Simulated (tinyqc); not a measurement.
# Inputs raised by 5 %, one at a time

Model: speciation in dilute and buffered hydrofluoric acid, oxide etch rate and bath loading. Computed by tinyqc, a small Python program. Command: `OMP_NUM_THREADS=1 python tinyqc.py 3121126 3121127 out.jsonl hfetch sens`. One thread of a shared host (Intel(R) Xeon(R) Processor @ 2.30GHz), about 0.01 s of CPU time with the checks.

Concentrations stand for activities, NH4+ and Cl- are spectators, and water ionisation is neglected. H, F and HF2 denote the ions H+, F- and HF2-. The base temperature is 298 K.

Inputs (values chosen for the exercise, of the order of those for thermal oxide at room temperature):
```
quantity                            value            unit
HF added                              1.6           mol/L
NH4F added                              0           mol/L
HCl added                               0           mol/L
K1 = [H][F]/[HF]                 0.000729           mol/L
K2 = [HF2]/([HF][F])                 3.93           L/mol
K3 = [H2F2]/[HF]^2                      0           L/mol
rate constant of neutral HF k_a        15  nm L/(min mol)
rate constant of HF2 k_b               45  nm L/(min mol)
activation energy                     0.4              eV
temperature error                    0.49               K
oxide removed per wafer               1.1              nm
```

Constants: k_B = 8.617333262e-05 eV/K.

Method:
- Fluoride balance: [HF] + [F] + 2 [HF2] + 2 [H2F2] = HF added + NH4F added. Acid balance: [H] + [HF] + [HF2] + 2 [H2F2] = HF added + HCl added. For a trial [H], [HF] = [H][F]/K1, and the fluoride balance is a quadratic in [F].
- The root is refined to 1e-13 in pH = -log10 [H].
- Rate = k_a ([HF] + 2 [H2F2]) + k_b [HF2], an empirical two-term form.
- Time = oxide/rate; a temperature error changes the rate by exp((E_a/k_B)(1/298 - 1/(298 + error))) - 1.

Runs:
```
input moved                                           from          to  etch rate (nm/min)  [HF2] (mol/L)  share of HF2 in the rate (%)
base run                                                 -           -              24.881       0.071310                        12.897
HF added (mol/L)                                       1.6        1.68              26.138       0.075146                        12.937
K1 = [H][F]/[HF] (mol/L)                          0.000729  0.00076545              24.900       0.072883                        13.172
K2 = [HF2]/([HF][F]) (L/mol)                          3.93      4.1265              24.913       0.073147                        13.213
rate constant of neutral HF k_a (nm L/(min mol))        15       15.75              25.965       0.071310                        12.359
rate constant of HF2 k_b (nm L/(min mol))               45       47.25              25.042       0.071310                        13.455
```

Exponents ln(y'/y) / ln(x'/x):
```
input                            etch rate  [HF2]  share of HF2 in the rate
HF added                             1.010  1.074                     0.064
K1 = [H][F]/[HF]                     0.016  0.447                     0.432
K2 = [HF2]/([HF][F])                 0.026  0.521                     0.495
rate constant of neutral HF k_a      0.874  0.000                    -0.874
rate constant of HF2 k_b             0.132  0.000                     0.868
```

To which inputs is each result most sensitive?

Among the inputs moved here: etch rate answers most in size to HF added (exponent +1.010), next to rate constant of neutral HF k_a (+0.874). Its exponent +1.010 in HF added: the rate follows the acid added. [HF2] answers most in size to HF added (exponent +1.074), next to K2 = [HF2]/([HF][F]) (+0.521); its exponent is below 0.0005 for rate constant of neutral HF k_a, rate constant of HF2 k_b. Share of HF2 in the rate answers most in size to rate constant of neutral HF k_a (exponent -0.874), and about equally to rate constant of HF2 k_b (+0.868).
